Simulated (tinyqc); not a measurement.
Against voltage: leakage through a gate insulator: direct, Fowler-Nordheim, trap-assisted and Poole-Frenkel currents. Computed by tinyqc, a small Python program. Command: `OMP_NUM_THREADS=1 python tinyqc.py 3011989 3011990 out.jsonl oxideleak walk`. One thread of a shared host (Intel(R) Xeon(R) Processor @ 2.30GHz), about 0.01 s of CPU time with the checks.

Electrons enter from the cathode Fermi level at x = 0; the conduction band of the insulator lies phi_b - e F x above it, F = V/t. WKB exponents use a parabolic band with mass m.

Inputs (values chosen for the exercise, with an insulator like HfO2):
```
quantity                     value   unit
thickness t                    1.8     nm
barrier phi_b                 1.44     eV
tunnelling mass m             0.21    m_0
static constant eps_ox        20.5      -
trap depth phi_t                 1     eV
trap density N_t           2.9e+17  cm^-3
attempt rate nu_0            5e+12    1/s
activation of capture E_a     0.28     eV
temperature T                  300      K
```

Constants: e = 1.602176634e-19 C; hbar = 1.054571817e-34 J s; hbar^2/(2 m_0) = 3.80998212 eV angstrom^2; k_B = 8.617333262e-05 eV/K.

Method:
- For a level a distance phi(x) below the band, the WKB exponent is 2 int kappa dx with kappa = sqrt(m phi/(hbar^2/2m_0)); for a linear barrier from phi_1 down to phi_2 = max(phi_1 - e F d, 0) it is G = (4/3) sqrt(m/(hbar^2/2m_0)) (phi_1^(3/2) - phi_2^(3/2))/(e F).
- J_tun = e^3 F^2/(16 pi^2 hbar m phi_b) x exp(-G) / [1 - sqrt(phi_2/phi_b)]^2 with the free-electron mass in the cathode (m in m_0), phi_2 = max(phi_b - e V, 0): direct tunnelling for e V < phi_b, Fowler-Nordheim above. Image forces, back-flow and the limit on supply are left out, so J_tun is overstated below about 0.5 V.
- A trap at depth x lies phi_t below the band. Capture: tunnel at the cathode Fermi level from 0 to x (G_in from phi_1 = phi_b), rate nu_0 exp(-G_in - E_c/k_B T) with E_c = E_a + max(phi_b - phi_t - e F x, 0), the last term being the height of the trap above the cathode Fermi level. Emission: tunnel from the trap level to the anode (G_out from phi_1 = phi_t over t - x), rate nu_0 exp(-G_out - E_a/k_B T). Re-emission to the cathode follows from detailed balance, rate_back = rate_in exp(dE/k_B T) with dE = phi_b - phi_t - e F x. Each trap passes R = rate_in rate_out/(rate_in + rate_back + rate_out) electrons per second; filling from the anode is left out.
- J_TAT = e N_t int_0^t R dx by the midpoint rule on 400 intervals; the most effective depth is the midpoint with the largest R, rounded to 0.01 nm.

Currents:
```
V (V)  F (MV/cm)  J_tun (A/cm^2)  J_TAT (A/cm^2)  best depth (nm)
0.22       1.222      7.0536e+04      7.2285e-09             1.08
0.44       2.444      9.8004e+04      8.6925e-06             1.80
0.66       3.667      1.3801e+05      2.7230e-04             1.20
0.88       4.889      1.9709e+05      9.7730e-04             0.93
1.10       6.111      2.8473e+05      1.8402e-03             0.81
1.32       7.333      4.0500e+05      2.8346e-03             0.71
1.54       8.556      6.6997e+05      4.2489e-03             0.59
1.76       9.778      1.9287e+06      6.4195e-03             0.52
1.98      11.000      4.5135e+06      9.2785e-03             0.47
```

What follows from these numbers?

Tunnelling without traps rules in every row. Over the range J_tun grows by 1.8 decades and J_TAT by 6.1. The highest rows may lie beyond breakdown. Below about 0.5 V the formula for J_tun, which has no back-flow, overstates the current.

Extremes, crossings and ranges named in words are read from the listed rows.
